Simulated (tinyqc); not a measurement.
Stretching all distances: RHF, UHF, MP2, CISD and CCSD against full CI in the sto-3g basis, for H3+, spin multiplicity 1. Computed by the program tinyqc with PySCF. All coordinates are multiplied by the scale. c0^2 is the weight of the RHF determinant in the lowest singlet FCI state (UHF is spin-contaminated and may lie near states of higher spin) and n(LUMO) the first natural occupation beyond the occupied space.

Geometry (angstrom):

| atom | x | y | z |
|---|---|---|---|
| H | 0.0000 | 0.0000 | 0.0000 |
| H | 0.0000 | 0.0000 | 0.7660 |
| H | 0.0000 | 0.6630 | 0.3830 |

Full CI energy (hartree) and errors against it (kcal/mol):

| scale | distance 1-2 (angstrom) | E(FCI) | RHF | UHF | MP2 | CISD | CCSD | <S^2> UHF | c0^2 | n(LUMO) |
|---|---|---|---|---|---|---|---|---|---|---|
| 0.950 | 0.728 | -1.18770 | 13.029 | 13.029 | 3.673 | 0.000 | 0.000 | 0.000 | 0.990 | 0.010 |
| 1.180 | 0.904 | -1.26819 | 15.915 | 15.915 | 4.754 | 0.000 | 0.000 | 0.000 | 0.985 | 0.015 |
| 1.400 | 1.072 | -1.26916 | 19.387 | 19.387 | 6.022 | 0.000 | 0.000 | 0.000 | 0.978 | 0.022 |
| 1.630 | 1.249 | -1.23654 | 24.078 | 24.078 | 7.679 | 0.000 | 0.000 | 0.000 | 0.967 | 0.033 |
| 1.860 | 1.425 | -1.19057 | 30.101 | 30.101 | 9.701 | 0.000 | 0.000 | 0.000 | 0.952 | 0.048 |
| 2.090 | 1.601 | -1.14228 | 37.557 | 36.778 | 11.990 | 0.000 | 0.000 | 0.163 | 0.932 | 0.068 |
| 2.310 | 1.769 | -1.09929 | 45.956 | 37.248 | 14.190 | 0.000 | 0.000 | 0.483 | 0.907 | 0.093 |
| 2.540 | 1.946 | -1.06043 | 55.779 | 33.395 | 16.081 | 0.000 | 0.000 | 0.691 | 0.877 | 0.123 |

What does the comparison show, and why?

UHF parts from RHF first at scale 2.09 of those listed, where <S^2> leaves zero. The weight c0^2 goes from 0.99 to 0.88 and n(LUMO) from 0.01 to 0.12: static correlation grows as the bonds break into open-shell fragments. The spread of the error along the curve, which distorts its shape, is CISD 0.0, CCSD 0.0, MP2 12.4, UHF 24.2, RHF 42.7 kcal/mol. With two electrons CISD and CCSD are exact.
